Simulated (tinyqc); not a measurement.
# Free and trapped electrons in a MOS channel with a dense trap tail: what changes with what

p-type body, charge-sheet picture, full ionisation (an idealisation for deep acceptors), Boltzmann statistics for free electrons. e = Ec - EF at the surface. Acceptor-like traps of density D(E) = D0 + De exp(-E/Ew) at depth E below Ec, from 0 to Eu, hold n_t = integral of D(E)/(1 + exp((e - E)/Vt)). psi = Eg - Vt ln(Nv/Na) - e; N_dep = sqrt(2 eps0 eps_r Na (psi - Vt)/q); n_f = sqrt(N_dep^2 + 2 eps0 eps_r Vt Nc exp(-e/Vt)/q) - N_dep; Vg = Vfb + psi + q (N_dep + n_t + n_f)/Cox, Cox = eps0 eox/tox.

Values chosen for this exercise; band and dielectric values close to those of 4H silicon carbide: temperature T = 300 K; band gap Eg = 3.2 eV; relative permittivity eps_r = 9.68; conduction-band density of states at T Nc = 1.67e19 cm^-3; valence-band density of states at T Nv = 2.53e19 cm^-3; relative permittivity of the insulator eox = 3.9; insulator thickness tox = 77 nm; acceptor density Na = 2.1e16 cm^-3; flat-band voltage without trapped charge Vfb = -2.4 V; constant background density of acceptor-like traps D0 = 2.1e10 cm^-2 eV^-1; density of the tail at the conduction edge De = 7.6e13 cm^-2 eV^-1; decay energy of the tail Ew = 0.12 eV; depth below Ec down to which the traps reach Eu = 0.96 eV; mobility of free electrons mf = 150 cm^2/(V s).

Constants: q = 1.602176634e-19 C, kB = 1.380649e-23 J/K, Vt = kB T/q, eps0 = 8.8541878128e-14 F/cm where lengths are in cm. Results are converted to the units shown.

Each table varies one quantity; the others keep the values above.

## Free and trapped charge against gate voltage

Free share n_f/(n_f + n_t); swing ln 10 n_f/(dn_f/dVg); field-effect mobility mf q (dn_f/dVg)/Cox, for a constant mf; oxide field q (N_dep + n_t + n_f)/(eps0 eox).

Free and trapped charge against gate voltage:

| Vg (V) | e (eV) | n_f (cm^-2) | n_t (cm^-2) | free share (%) | swing (mV/decade) | field-effect mobility (cm^2/(V s)) | oxide field (MV/cm) |
|---|---|---|---|---|---|---|---|
| 4.4 | 0.3865 | 9.687e5 | 4.023e11 | 2.408e-4 | 796.2 | 0.001501 | 0.5416 |
| 7.7 | 0.2473 | 2.060e8 | 1.267e12 | 0.01626 | 2330 | 0.1091 | 0.9520 |
| 11 | 0.1827 | 2.473e9 | 2.161e12 | 0.1143 | 3930 | 0.7763 | 1.372 |
| 14.3 | 0.1406 | 1.244e10 | 3.057e12 | 0.4053 | 5585 | 2.749 | 1.795 |
| 17.6 | 0.1094 | 4.067e10 | 3.939e12 | 1.022 | 7350 | 6.828 | 2.220 |
| 20.9 | 0.08461 | 1.019e11 | 4.791e12 | 2.082 | 9313 | 13.50 | 2.645 |
| 24.2 | 0.06395 | 2.122e11 | 5.596e12 | 3.654 | 1.152e4 | 22.73 | 3.071 |
| 27.5 | 0.04603 | 3.866e11 | 6.338e12 | 5.750 | 1.391e4 | 34.31 | 3.497 |
| 30.8 | 0.02990 | 6.398e11 | 7.001e12 | 8.373 | 1.633e4 | 48.36 | 3.924 |

What does the table show?

n_f reaches 1e11 cm^-2 at Vg = 20.8 V, against 3.78 V without traps. The free share rises from 2.41e-4 to 8.37 % and the field-effect mobility rises from 0.00150 to 48.4 cm^2/(V s), although mf = 150 is constant: in the last row 32.2 % of Cox dVg goes into free electrons. The swing in the first row is 796 mV a decade (Vt ln 10 = 59.5). For Vg = 27.5, 30.8 EF lies less than 2 Vt below the band edge, or above it, where degeneracy and confinement, left out, matter.

## Effect of the acceptor density

Vfb is held fixed. VT is the Vg for n_f = 1e11 cm^-2; swing ln 10 n_f/(dn_f/dVg) at n_f = 1e8 cm^-2; the last three columns are for Vg = VT + 6.2 V, with free share n_f/(n_f + n_t) and field-effect mobility mf q (dn_f/dVg)/Cox; there EF is near the band edge, where Boltzmann statistics are rough.

Effect of the acceptor density:

| Na (cm^-3) | e at VT (eV) | VT (V) | q n_t/Cox at VT (V) | swing (mV/decade) | n_f (cm^-2) | free share (%) | field-effect mobility (cm^2/(V s)) |
|---|---|---|---|---|---|---|---|
| 1e15 | 0.1200 | 14.31 | 12.92 | 1443 | 3.445e11 | 6.333 | 27.86 |
| 2e15 | 0.1127 | 15.38 | 13.71 | 1553 | 3.496e11 | 6.178 | 28.94 |
| 6e15 | 0.1002 | 17.51 | 15.14 | 1748 | 3.547e11 | 5.853 | 30.62 |
| 1e16 | 0.09416 | 18.73 | 15.89 | 1848 | 3.559e11 | 5.679 | 31.38 |
| 3e16 | 0.08070 | 22.00 | 17.64 | 2088 | 3.575e11 | 5.291 | 33.09 |
| 8e16 | 0.06836 | 25.98 | 19.36 | 2335 | 3.608e11 | 4.988 | 35.21 |
| 2e17 | 0.05666 | 31.08 | 21.06 | 2600 | 3.705e11 | 4.808 | 38.61 |
| 5e17 | 0.04485 | 38.21 | 22.82 | 2909 | 3.930e11 | 4.799 | 44.87 |

What does the table show?

As Na goes from 1e15 to 5e17, VT rises from 14.3 to 38.2 V, its part due to traps rises from 12.9 to 22.8 V, the swing rises from 1440 to 2910 mV/decade and the field-effect mobility rises from 27.9 to 44.9 cm^2/(V s). For Na = 5e17 e is under 2 Vt already at VT, so VT too is rough.

Program tinyqc, `OMP_NUM_THREADS=1 python tinyqc.py 2222090 2222091 out.jsonl`; Intel Xeon 2.30GHz, shared host, one thread, about 0.02 s.
